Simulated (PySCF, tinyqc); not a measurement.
Worked calculation: RKS/PBE0 in the sto-3g basis, for H4, spin multiplicity 1. The lowest restricted solution is unstable here: a spin-polarised one lies 0.0309 hartree lower (PySCF). Computed by tinyqc, a small Python program that keeps every step (integrals from PySCF). Settings: charge = 0, multiplicity = 1, basis = sto-3g, energy threshold = 1e-10, iteration cap = 60, orthogonalisation = symmetric, start = atomic densities, DIIS depth = 3, DIIS from iteration = 3, method = RKS, functional = pbe0, grid = [40, 86]. Command: `OMP_NUM_THREADS=1 python tinyqc.py 31266 31267 out.jsonl` (the two numbers bound the seeds that draw the settings). One thread of a shared host (Intel(R) Xeon(R) Processor @ 2.60GHz), about 0.5 s of CPU time with the checks. Later iterations appear only in the table of the cycle.

## One-electron integrals

Geometry (angstrom):
```
atom         x         y         z
H     0.000000  0.000000  0.000000
H     0.000000  0.000000  1.662000
H     0.000000  0.000000  3.504000
H     0.000000  0.000000  5.166000
```

Basis sto-3g: exponents (1/bohr^2) and contraction coefficients of normalised primitives:
```
element  l (shell)  exponent  coefficient
H            s (1)  3.425251     0.154329
H            s (1)  0.623914     0.535328
H            s (1)  0.168855     0.444635
```

Overlap, kinetic and nuclear-attraction integrals over the contracted functions; the nuclear repulsion is the sum of Za Zb / Rab.

nuclear repulsion = 1.32855613 hartree

overlap S, order 1H 1s, 2H 1s, 3H 1s, 4H 1s:
$$\begin{pmatrix}
1.000000 & 0.202550 & 0.005952 & 0.000064 \\
0.202550 & 1.000000 & 0.153663 & 0.005952 \\
0.005952 & 0.153663 & 1.000000 & 0.202550 \\
0.000064 & 0.005952 & 0.202550 & 1.000000
\end{pmatrix}$$

kinetic energy T (hartree), order 1H 1s, 2H 1s, 3H 1s, 4H 1s:
$$\begin{pmatrix}
0.760032 & -0.000923 & -0.003071 & -0.000073 \\
-0.000923 & 0.760032 & -0.007297 & -0.003071 \\
-0.003071 & -0.007297 & 0.760032 & -0.000923 \\
-0.000073 & -0.003071 & -0.000923 & 0.760032
\end{pmatrix}$$

nuclear attraction V (hartree), order 1H 1s, 2H 1s, 3H 1s, 4H 1s:
$$\begin{pmatrix}
-1.797839 & -0.313889 & -0.008557 & -0.000089 \\
-0.313889 & -1.982447 & -0.241742 & -0.008557 \\
-0.008557 & -0.241742 & -1.982447 & -0.313889 \\
-0.000089 & -0.008557 & -0.313889 & -1.797839
\end{pmatrix}$$

core Hamiltonian H = T + V (hartree), order 1H 1s, 2H 1s, 3H 1s, 4H 1s:
$$\begin{pmatrix}
-1.037807 & -0.314813 & -0.011628 & -0.000163 \\
-0.314813 & -1.222415 & -0.249039 & -0.011628 \\
-0.011628 & -0.249039 & -1.222415 & -0.314813 \\
-0.000163 & -0.011628 & -0.314813 & -1.037807
\end{pmatrix}$$

## Two-electron integrals

Functions are numbered as in S; the eight-fold symmetry (ij|kl) = (ji|kl) = (kl|ij) leaves the list below.

Two-electron integrals (ij|kl) in chemists' order, unique and non-zero (hartree):
```
(11|11) 0.774606   (21|11) 0.103802   (21|21) 0.022499   (22|11) 0.314773
(22|21) 0.103802   (22|22) 0.774606   (31|11) 0.001849   (31|21) 0.000513
(31|22) 0.003210   (31|31) 0.000016   (32|11) 0.032207   (32|21) 0.009793
(32|22) 0.075030   (32|31) 0.000396   (32|32) 0.012509   (33|11) 0.151020
(33|21) 0.040828   (33|22) 0.285553   (33|31) 0.001849   (33|32) 0.075030
(33|33) 0.774606   (41|11) 0.000013   (41|21) 3.91e-06   (41|22) 0.000029
(41|31) 1.56e-07   (41|32) 4.84e-06   (41|33) 0.000029   (42|11) 0.000939
(42|21) 0.000260   (42|22) 0.001849   (42|31) 0.000011   (42|32) 0.000396
(42|33) 0.003210   (42|41) 1.56e-07   (42|42) 0.000016   (43|11) 0.024898
(43|21) 0.006334   (43|22) 0.040828   (43|31) 0.000260   (43|32) 0.009793
(43|33) 0.103802   (43|41) 3.91e-06   (43|42) 0.000513   (43|43) 0.022499
(44|11) 0.102435   (44|21) 0.024898   (44|22) 0.151020   (44|31) 0.000939
(44|32) 0.032207   (44|33) 0.314773   (44|41) 0.000013   (44|42) 0.001849
(44|43) 0.103802   (44|44) 0.774606
```

## Orthogonalisation

S = U s U^T; symmetric (Loewdin) form X = U s^(-1/2) U^T, so that X^T S X = 1.

eigenvalues of S: [0.712070, 0.854667, 1.134203, 1.299061]

X, order 1H 1s, 2H 1s, 3H 1s, 4H 1s:
$$\begin{pmatrix}
1.016043 & -0.105233 & 0.009373 & -0.001203 \\
-0.105233 & 1.025504 & -0.081282 & 0.009373 \\
0.009373 & -0.081282 & 1.025504 & -0.105233 \\
-0.001203 & 0.009373 & -0.105233 & 1.016043
\end{pmatrix}$$

## Starting guess

The start is atomic minimal-basis densities projected into this basis (PySCF's MINAO start) and scaled to the electron count of each spin; this density is not idempotent, so its energy is not variational and may lie below the converged one.

D at the start, order 1H 1s, 2H 1s, 3H 1s, 4H 1s:
$$\begin{pmatrix}
0.984169 & 0.076498 & 0.006438 & 0.000809 \\
0.076498 & 0.973996 & 0.070076 & 0.006438 \\
0.006438 & 0.070076 & 0.973996 & 0.076498 \\
0.000809 & 0.006438 & 0.076498 & 0.984169
\end{pmatrix}$$

## Iteration 1: exchange-correlation on the grid

Becke grid with 40 radial and 86 angular points per atom, points of zero weight dropped. rho = sum D_ij phi_i phi_j; V_xc,ij = sum w v_xc phi_i phi_j plus the gradient terms; v_xc is d(rho eps)/d rho at fixed gradient. Exact exchange is left to K.

The 12 grid points with the largest w rho, of 13716 (bohr, atomic units):
```
x                  y         z         w       rho  |grad rho|^2     eps_xc       v_xc
-0.669044   0.669044  9.093281  0.032283  0.035397      0.006229  -0.233388  -0.270175
0.669044   -0.669044  9.093281  0.032283  0.035397      0.006229  -0.233388  -0.270175
0.669044    0.669044  9.093281  0.032283  0.035397      0.006229  -0.233388  -0.270175
-0.669044  -0.669044  9.093281  0.032283  0.035397      0.006229  -0.233388  -0.270175
0.669044    0.669044  0.669044  0.032283  0.035397      0.006229  -0.233388  -0.270175
-0.669044   0.669044  0.669044  0.032283  0.035397      0.006229  -0.233388  -0.270175
-0.669044  -0.669044  0.669044  0.032283  0.035397      0.006229  -0.233388  -0.270175
0.669044   -0.669044  0.669044  0.032283  0.035397      0.006229  -0.233388  -0.270175
-0.669044  -0.669044  2.471681  0.032374  0.035173      0.006141  -0.232961  -0.269627
0.669044   -0.669044  2.471681  0.032374  0.035173      0.006141  -0.232961  -0.269627
-0.669044   0.669044  2.471681  0.032374  0.035173      0.006141  -0.232961  -0.269627
0.669044    0.669044  2.471681  0.032374  0.035173      0.006141  -0.232961  -0.269627
```

electrons on the grid, sum of w rho = 4.000035

E_xc = sum of w rho eps_xc = -1.01219704 hartree

V_xc (hartree), order 1H 1s, 2H 1s, 3H 1s, 4H 1s:
$$\begin{pmatrix}
-0.324671 & -0.051760 & -0.001281 & -0.000013 \\
-0.051760 & -0.326521 & -0.036980 & -0.001281 \\
-0.001281 & -0.036980 & -0.326521 & -0.051760 \\
-0.000013 & -0.001281 & -0.051760 & -0.324671
\end{pmatrix}$$

## Iteration 1: building the Kohn-Sham matrix

J_ij = sum D_kl (ij|kl), K_ij = sum D_kl (ik|jl); F = H + J - 0.125 K + V_xc; E = tr D H + tr D J / 2 - 0.0625 tr D K + E_xc + E_nn.

Coulomb J (hartree), order 1H 1s, 2H 1s, 3H 1s, 4H 1s:
$$\begin{pmatrix}
1.341077 & 0.273327 & 0.007846 & 0.000084 \\
0.273327 & 1.523719 & 0.214312 & 0.007846 \\
0.007846 & 0.214312 & 1.523719 & 0.273327 \\
0.000084 & 0.007846 & 0.273327 & 1.341077
\end{pmatrix}$$

exchange K (hartree), order 1H 1s, 2H 1s, 3H 1s, 4H 1s:
$$\begin{pmatrix}
0.800250 & 0.230574 & 0.019611 & 0.001524 \\
0.230574 & 0.815414 & 0.170582 & 0.019611 \\
0.019611 & 0.170582 & 0.815414 & 0.230574 \\
0.001524 & 0.019611 & 0.230574 & 0.800250
\end{pmatrix}$$

Kohn-Sham matrix F (hartree), order 1H 1s, 2H 1s, 3H 1s, 4H 1s:
$$\begin{pmatrix}
-0.121432 & -0.122068 & -0.007514 & -0.000282 \\
-0.122068 & -0.127144 & -0.093030 & -0.007514 \\
-0.007514 & -0.093030 & -0.127144 & -0.122068 \\
-0.000282 & -0.007514 & -0.122068 & -0.121432
\end{pmatrix}$$

total energy of this density = -1.58196283 hartree

This density is the starting one; it is not idempotent, so its energy is not variational and may lie below the converged one.

## Iteration 1: diagonalisation and new density

Diagonalise F' = X^T F X, C = X C', fill 2 alpha and 2 beta electrons from the bottom; D = 2 C_occ C_occ^T. Each column has its largest component positive (the first on a tie).

F' = X^T F X (hartree):
$$\begin{pmatrix}
-0.100634 & -0.102809 & 0.009218 & -0.001531 \\
-0.102809 & -0.094139 & -0.079819 & 0.009218 \\
0.009218 & -0.079819 & -0.094139 & -0.102809 \\
-0.001531 & 0.009218 & -0.102809 & -0.100634
\end{pmatrix}$$

orbital energies (hartree): MO1 -0.238300, MO2 -0.176490, MO3 -0.037822, MO4 0.063068

coefficients C, order 1H 1s, 2H 1s, 3H 1s, 4H 1s:
$$\begin{pmatrix}
0.350679 & 0.545763 & 0.629737 & -0.475505 \\
0.511788 & 0.378138 & -0.434103 & 0.689976 \\
0.511788 & -0.378138 & -0.434103 & -0.689976 \\
0.350679 & -0.545763 & 0.629737 & 0.475505
\end{pmatrix}$$

D after iteration 1, order 1H 1s, 2H 1s, 3H 1s, 4H 1s:
$$\begin{pmatrix}
0.841666 & 0.771694 & -0.053801 & -0.349764 \\
0.771694 & 0.809830 & 0.237878 & -0.053801 \\
-0.053801 & 0.237878 & 0.809830 & 0.771694 \\
-0.349764 & -0.053801 & 0.771694 & 0.841666
\end{pmatrix}$$

## Iteration 2: exchange-correlation on the grid

As before.

The 12 grid points with the largest w rho, of 13716 (bohr, atomic units):
```
x                  y         z         w       rho  |grad rho|^2     eps_xc       v_xc
0.000000    0.000000  8.432018  0.034307  0.044134      0.000875  -0.242165  -0.316051
0.000000    0.000000  1.330308  0.034307  0.044134      0.000875  -0.242165  -0.316051
0.000000    0.000000  1.810417  0.034544  0.043713      0.000767  -0.241551  -0.315163
0.000000    0.000000  7.951908  0.034544  0.043713      0.000767  -0.241551  -0.315163
0.000000    0.000000  1.621003  0.037120  0.040661      0.000025  -0.237296  -0.307777
0.000000    0.000000  8.141322  0.037120  0.040661      0.000025  -0.237296  -0.307777
0.000000    0.000000  1.519722  0.036809  0.040747      0.000044  -0.237409  -0.308016
0.000000    0.000000  8.242604  0.036809  0.040747      0.000044  -0.237409  -0.308016
0.000000    0.497858  8.528690  0.038237  0.038588      0.001988  -0.232107  -0.300678
0.497858    0.000000  8.528690  0.038237  0.038588      0.001988  -0.232107  -0.300678
-0.497858   0.000000  8.528690  0.038237  0.038588      0.001988  -0.232107  -0.300678
0.000000   -0.497858  8.528690  0.038237  0.038588      0.001988  -0.232107  -0.300678
```

electrons on the grid, sum of w rho = 4.000003

E_xc = sum of w rho eps_xc = -0.97232555 hartree

V_xc (hartree), order 1H 1s, 2H 1s, 3H 1s, 4H 1s:
$$\begin{pmatrix}
-0.321267 & -0.053722 & -0.001302 & -0.000013 \\
-0.053722 & -0.322872 & -0.036565 & -0.001302 \\
-0.001302 & -0.036565 & -0.322872 & -0.053722 \\
-0.000013 & -0.001302 & -0.053722 & -0.321267
\end{pmatrix}$$

## Iteration 2: building the Kohn-Sham matrix

As before.

Coulomb J (hartree), order 1H 1s, 2H 1s, 3H 1s, 4H 1s:
$$\begin{pmatrix}
1.329036 & 0.274522 & 0.007822 & 0.000083 \\
0.274522 & 1.508943 & 0.211830 & 0.007822 \\
0.007822 & 0.211830 & 1.508943 & 0.274522 \\
0.000083 & 0.007822 & 0.274522 & 1.329036
\end{pmatrix}$$

exchange K (hartree), order 1H 1s, 2H 1s, 3H 1s, 4H 1s:
$$\begin{pmatrix}
0.830436 & 0.433020 & 0.029091 & -0.035099 \\
0.433020 & 0.851460 & 0.206704 & 0.029091 \\
0.029091 & 0.206704 & 0.851460 & 0.433020 \\
-0.035099 & 0.029091 & 0.433020 & 0.830436
\end{pmatrix}$$

Kohn-Sham matrix F (hartree), order 1H 1s, 2H 1s, 3H 1s, 4H 1s:
$$\begin{pmatrix}
-0.133842 & -0.148139 & -0.008744 & 0.004295 \\
-0.148139 & -0.142775 & -0.099612 & -0.008744 \\
-0.008744 & -0.099612 & -0.142775 & -0.148139 \\
0.004295 & -0.008744 & -0.148139 & -0.133842
\end{pmatrix}$$

total energy of this density = -1.90884483 hartree

## Iteration 2: diagonalisation and new density

As before.

F' = X^T F X (hartree):
$$\begin{pmatrix}
-0.108066 & -0.127212 & 0.009981 & 0.002942 \\
-0.127212 & -0.104109 & -0.084783 & 0.009981 \\
0.009981 & -0.084783 & -0.104109 & -0.127212 \\
0.002942 & 0.009981 & -0.127212 & -0.108066
\end{pmatrix}$$

orbital energies (hartree): MO1 -0.271496, MO2 -0.209816, MO3 -0.022520, MO4 0.079483

coefficients C, order 1H 1s, 2H 1s, 3H 1s, 4H 1s:
$$\begin{pmatrix}
0.357927 & 0.536319 & 0.625646 & -0.486132 \\
0.506741 & 0.391616 & -0.439984 & 0.682416 \\
0.506741 & -0.391616 & -0.439984 & -0.682416 \\
0.357927 & -0.536319 & 0.625646 & 0.486132
\end{pmatrix}$$

D after iteration 2, order 1H 1s, 2H 1s, 3H 1s, 4H 1s:
$$\begin{pmatrix}
0.831501 & 0.782815 & -0.057309 & -0.319053 \\
0.782815 & 0.820298 & 0.206847 & -0.057309 \\
-0.057309 & 0.206847 & 0.820298 & 0.782815 \\
-0.319053 & -0.057309 & 0.782815 & 0.831501
\end{pmatrix}$$

## Iteration 7 (converged): orbitals

converged F (hartree), order 1H 1s, 2H 1s, 3H 1s, 4H 1s:
$$\begin{pmatrix}
-0.134316 & -0.148539 & -0.008689 & 0.003849 \\
-0.148539 & -0.141598 & -0.098193 & -0.008689 \\
-0.008689 & -0.098193 & -0.141598 & -0.148539 \\
0.003849 & -0.008689 & -0.148539 & -0.134316
\end{pmatrix}$$

As before.

F' = X^T F X (hartree):
$$\begin{pmatrix}
-0.108457 & -0.127693 & 0.009984 & 0.002477 \\
-0.127693 & -0.103015 & -0.083509 & 0.009984 \\
0.009984 & -0.083509 & -0.103015 & -0.127693 \\
0.002477 & 0.009984 & -0.127693 & -0.108457
\end{pmatrix}$$

orbital energies (hartree): MO1 -0.270660, MO2 -0.210288, MO3 -0.021844, MO4 0.079848

coefficients C, order 1H 1s, 2H 1s, 3H 1s, 4H 1s:
$$\begin{pmatrix}
0.362143 & 0.535859 & 0.623215 & -0.486639 \\
0.503759 & 0.392261 & -0.443395 & 0.682045 \\
0.503759 & -0.392261 & -0.443395 & -0.682045 \\
0.362143 & -0.535859 & 0.623215 & 0.486639
\end{pmatrix}$$

D after iteration 7, order 1H 1s, 2H 1s, 3H 1s, 4H 1s:
$$\begin{pmatrix}
0.836585 & 0.785259 & -0.055528 & -0.311996 \\
0.785259 & 0.815283 & 0.199810 & -0.055528 \\
-0.055528 & 0.199810 & 0.815283 & 0.785259 \\
-0.311996 & -0.055528 & 0.785259 & 0.836585
\end{pmatrix}$$

## Convergence

Stop when the energy changes by less than 1e-10 hartree and every element of the error matrix X^T (F D S - S D F) X is below 3e-06.

Course of the cycle:
```
iteration  E (hartree)     change  largest element of the error matrix
1          -1.58196283          -                             2.11e-03
2          -1.90884483  -3.27e-01                             8.56e-03
3          -1.90914451  -3.00e-04                             4.79e-03
4          -1.90904897   9.55e-05                             1.08e-02
5          -1.90918403  -1.35e-04                             2.22e-04
6          -1.90918426  -2.26e-07                             2.26e-06
7          -1.90918426  -8.20e-12                             1.41e-09
```

PySCF RKS in the same basis, fine grid = -1.90916506 hartree

Converged in 7 iterations. The coarse grid moves the energy by -1.92e-05 hartree.

## Populations, bond orders and dipole

Mulliken: Z minus the diagonal of D S on the atom; Loewdin: the same with S^(1/2) D S^(1/2); Mayer order: 2 sum_s sum (D(s) S)_ij (D(s) S)_ji over the two atoms.

Charges (e):
```
atom   Mulliken    Loewdin
1H     0.004711   0.004294
2H    -0.004711  -0.004294
3H    -0.004711  -0.004294
4H     0.004711   0.004294
```

Mayer bond orders:
```
pair      order
2-1    0.898596
3-1   -0.000070
3-2    0.101452
4-1    0.101452
4-2   -0.000070
4-3    0.898596
```

dipole moment about the origin, x y z (debye): [0.000000, 0.000000, 0.000000]
